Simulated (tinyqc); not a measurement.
Worked calculation: bottom-up copper filling of a trench by curvature-enhanced accelerator coverage. Computed by tinyqc, a small Python program that keeps every step. Command: `OMP_NUM_THREADS=1 python tinyqc.py 3029662 3029663 out.jsonl superfill walk`. One thread of a shared host (Intel(R) Xeon(R) Processor @ 2.30GHz), about 0.07 s of CPU time with the checks. Intermediate numbers are printed to about 6 digits and carried at full precision; extremes and crossings named in words are read from the listed rows.

A rectangular trench keeps vertical walls and a flat floor. An accelerator floats on the surface; where area is lost in the corners it is passed on to the floor.

Inputs (values chosen for the exercise, close to those used for damascene copper plating):
```
quantity                                           value     unit
trench width w                                        46       nm
aspect ratio h/w                                     1.8        -
exchange current of the suppressed surface i_0     0.022  mA/cm^2
exchange current of the accelerated surface i_1      2.7  mA/cm^2
transfer coefficient alpha                          0.51        -
overpotential eta                                   0.13        V
starting coverage theta_0                           0.01        -
adsorption rate k_a                                    0      1/s
cupric ion concentration C                          0.51    mol/l
diffusivity D                                    5.9e-06   cm^2/s
boundary layer delta                                  52       um
temperature T                                        298        K
```

Constants: e = 1.602176634e-19 C; N_A = 6.02214076e+23 1/mol; k_B = 8.617333262e-05 eV/K.

## Velocities

Kinetic current i_k = [i_0 (1 - theta) + i_1 theta] exp(alpha eta/(k_B T)), limit i_L = 2 F D C/delta, i = 1/(1/i_k + 1/i_L); velocity v = i Omega/(2F), Omega = 7.11 cm^3/mol, F = e N_A. Depletion inside the trench is ignored.

limiting current i_L = 111.663 mA/cm^2

velocity at theta = 0 = 0.106890 nm/s

velocity at theta_0 = 0.236257 nm/s

velocity at theta = 1 = 9.96640 nm/s

ratio v(1)/v(theta_0) = 42.1845

Without acceleration the walls meet when the floor has risen by w/2, so a seam-free fill needs a mean floor-to-wall speed ratio of at least 2 h/w = 3.6.

## First rates

At the start theta_b = theta_s = theta_0 and x = w/2: d theta_b/dt = k_a (1 - theta_0) + 2 theta_0 v/x (theta_b on the floor, theta_s on the walls, x the half width). At this initial relative rate the doubling time without adsorption would be x ln2/(2 v).

rate from adsorption = 0 1/s

rate from area loss = 2.05441e-04 1/s

doubling time = 33.7395 s

## Filling

Half width x, floor height y, depth h = aspect ratio x w. dx/dt = -v_s, dy/dt = v_b. d theta_b/dt = k_a (1 - theta_b) + [theta_s v_b + theta_b v_s]/x: the floor takes the accelerator of the wall it covers and keeps its own as it narrows. d theta_s/dt = k_a (1 - theta_s). theta_b is capped at 1. Integrate (tolerance 1e-9) until the walls meet (x = 0.02 w/2) or the floor passes the original mouth y = h. Start: x = w/2, y = 0, theta_b = theta_s = theta_0. Height filled = y/h, opening left = x/(w/2).

Course of the fill (nine evenly spaced times):
```
t (s)     x (nm)   y (nm)   theta_b  theta_s  v_b/v_s
0.0000   23.0000   0.0000  0.010000     0.01   1.0000
11.0823  20.3817   2.7984  0.012658     0.01   1.1449
22.1646  17.7634   6.0440  0.016350     0.01   1.3459
33.2469  15.1452   9.9254  0.021740     0.01   1.6384
44.3292  12.5269  14.7628  0.030145     0.01   2.0927
55.4115   9.9086  21.1562  0.044563     0.01   2.8663
66.4939   7.2903  30.3987  0.073246     0.01   4.3847
77.5762   4.6721  45.9914  0.147668     0.01   8.2019
88.6585   2.0538  82.8000  0.515144     0.01  24.7851
```

time at the end = 88.6585 s

share of the height filled from the floor = 1

opening left, as a share of w = 0.0892955

The floor escapes with 9 % of the opening left: a seam-free fill, and the enriched floor will overshoot into a bump. Caution: real profiles develop slanted corners, and accelerator is consumed; both are left out.

## The window in starting coverage

The formulas are those given above.

Outcome:
```
theta_0  v(1)/v(theta_0)  height filled  opening left  time (s)
0.001            83.1479        0.48043      0.020000   188.047
0.003            68.3632        0.91829      0.020000   154.610
0.010            42.1845        1.00000      0.089296    88.658
0.020            27.3193        1.00000      0.129351    54.891
0.050            13.3657        1.00000      0.144229    26.396
0.100             7.3021        1.00000      0.065262    15.752
0.200             3.9114        0.76273      0.020000     8.846
0.400             2.1138        0.50723      0.020000     4.780
0.800             1.1875        0.32039      0.020000     2.686
```

The fill succeeds for theta_0 from 0.01 to 0.1 among these rows, with the widest margin at 0.05. Too little accelerator takes too long to concentrate. Too much speeds the walls as well and removes the contrast.

Checks made by the program: conservation of accelerator while theta_b is below 1 (relative difference 1e-10).
